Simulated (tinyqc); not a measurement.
Resistance of a source-drain extension with a graded tip: one step of the calculation.

y runs along the channel, the gate covers y > 0. The doping is N0 for y < y0 and N0 10^(-(y - y0)/la) beyond, uniform over the depth xj. Sheet conductance s(y) = q mu(N) max(N - Nch, 0) xj + (for y > 0) ma Cox Vo, with mu(N) = u0 + (u1 - u0)/(1 + (N/Nr)^au) and Cox = eps0 eox/tox. Current is taken as one-dimensional; depletion of the tip, spreading and the contact are left out. The metallurgical junction lies at yj, where N = Nch.

Question. Sheet resistances and junction position. yj = y0 + la log10(N0/Nch); sheet resistance of the full extension 1/[q mu(N0)(N0 - Nch) xj] and of the gate-induced layer 1/(ma Cox Vo); metallurgical length Lg - 2 yj; ye is where the doped and the gate-induced conductances are equal.

Inputs (values chosen for the exercise); mobility law close to that of holes in silicon:
- eox = 7.37 (relative permittivity of the gate insulator (close to silicon nitride))
- tox = 3 nm (insulator thickness)
- N0 = 8.8e19 cm^-3 (active doping of the extension far from the gate)
- la = 6.5 nm/decade (lateral abruptness)
- y0 = 0.1 nm (position under the gate where the fall begins (gate edge at 0))
- xj = 27 nm (depth of the extension)
- Nch = 1.2e18 cm^-3 (channel doping)
- Vo = 0.4 V (gate overdrive)
- ma = 48 cm^2/(V s) (mobility of the gate-induced layer)
- u1 = 470.5 cm^2/(V s) (mobility at low doping)
- u0 = 44.9 cm^2/(V s) (mobility at high doping)
- Nr = 2.23e17 cm^-3 (reference doping)
- au = 0.719 (exponent)
- Lg = 40 nm (gate length)

Constants: q = 1.602176634e-19 C, eps0 = 8.8541878128e-14 F/cm where lengths are in cm. Results are converted to the units shown.

Give: yj; sheet resistance of the extension; sheet resistance of the induced layer; metallurgical length; ye; N at ye.

Answer.

yj = 12.22 nm
sheet resistance of the extension = 526.2 ohm/square
sheet resistance of the induced layer = 2.394e4 ohm/square
metallurgical length = 15.55 nm
ye = 10.75 nm
N at ye = 2.023e18 cm^-3

The gate takes over 1.47 nm before the junction, where N is still 1.69 times the channel doping.

Program tinyqc, `OMP_NUM_THREADS=1 python tinyqc.py 2282297 2282298 out.jsonl`; Intel Xeon 2.30GHz, shared host, one thread, about 0.05 s.
